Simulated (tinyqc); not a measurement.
Tight binding, dimerised chain, step by step. One step of it, computed by the program tinyqc.

Question. Open chain of 3 cells. The same hoppings without the wrap-around bond.

H of the open chain (eV):
$$\begin{pmatrix}
0.390000 & -0.870000 & 0.000000 & 0.000000 & 0.000000 & 0.000000 \\
-0.870000 & -0.390000 & -0.850000 & 0.000000 & 0.000000 & 0.000000 \\
0.000000 & -0.850000 & 0.390000 & -0.870000 & 0.000000 & 0.000000 \\
0.000000 & 0.000000 & -0.870000 & -0.390000 & -0.850000 & 0.000000 \\
0.000000 & 0.000000 & 0.000000 & -0.850000 & 0.390000 & -0.870000 \\
0.000000 & 0.000000 & 0.000000 & 0.000000 & -0.870000 & -0.390000
\end{pmatrix}$$

Give: levels; weights of the highest filled level on the sites.

Answer.

levels (eV): [-1.5986, -1.1438, -0.5551, 0.5551, 1.1438, 1.5986]

weights of the highest filled level on the sites: [0.0797, 0.0940, 0.0526, 0.3011, 0.0164, 0.4561]

The bulk gap runs from -0.3905 to 0.3905 eV; no level of this chain lies inside it.
